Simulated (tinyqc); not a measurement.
Three ways to the same curve: density of states of one tight-binding band of a chain.

E(k) = -2 t cos(2 pi k) - 2 t2 cos(4 pi k); k in fractions of the reciprocal vectors, mesh k_i = j/N with j = 0 .. N-1. Densities are per cell and per spin, so the band holds one state.

Each interval of the mesh is a segment with E linear in k: n = (E - e1)/(e2 - e1), g = 1/(e2 - e1) between its end values.

Gaussian broadening: g(E) = mean over the mesh of exp(-(E - E_k)^2/(2 sigma^2))/(sigma sqrt(2 pi)), n(E) = mean of erfc((E_k - E)/(sigma sqrt 2))/2.

Inputs chosen for the exercise: t = 1.72 eV (nearest hopping); t2 = 0.01 eV (second hopping); N2 = 40 (mesh points along each axis in this comparison); sigma = 0.516 eV (Gaussian width).

N = N2 here; the reference is the linear method with N = 4000.

g(E) (1/eV):

| E (eV) | reference | linear segments | Gaussian, sigma | Gaussian, sigma/4 | reference n(E) |
|---|---|---|---|---|---|
| -2.834 | 0.160 | 0.174 | 0.170 | 0.173 | 0.193 |
| -2.208 | 0.119 | 0.120 | 0.129 | 0.085 | 0.278 |
| -1.583 | 0.103 | 0.107 | 0.107 | 0.150 | 0.347 |
| -0.957 | 0.096 | 0.095 | 0.097 | 0.122 | 0.409 |
| -0.332 | 0.093 | 0.093 | 0.094 | 0.058 | 0.467 |
| 0.293 | 0.093 | 0.093 | 0.094 | 0.035 | 0.525 |
| 0.919 | 0.096 | 0.096 | 0.098 | 0.075 | 0.584 |
| 1.544 | 0.104 | 0.101 | 0.108 | 0.151 | 0.647 |
| 2.170 | 0.121 | 0.124 | 0.131 | 0.104 | 0.717 |
| 2.795 | 0.162 | 0.181 | 0.174 | 0.177 | 0.803 |

Root-mean-square errors against the reference: 0.0076 for linear segments, 0.0071 for sigma and 0.0345 for sigma/4. The narrow Gaussian is worse than the wide one, because it resolves the separate mesh levels. The reference is highest at 2.795 eV of the energies listed, and half filling lies between -0.332 and 0.293 eV.

tinyqc: `OMP_NUM_THREADS=1 python tinyqc.py 1650519 1650520 out.jsonl`; about 0.01 s, one thread, shared Intel(R) Xeon(R) Processor @ 2.30GHz.
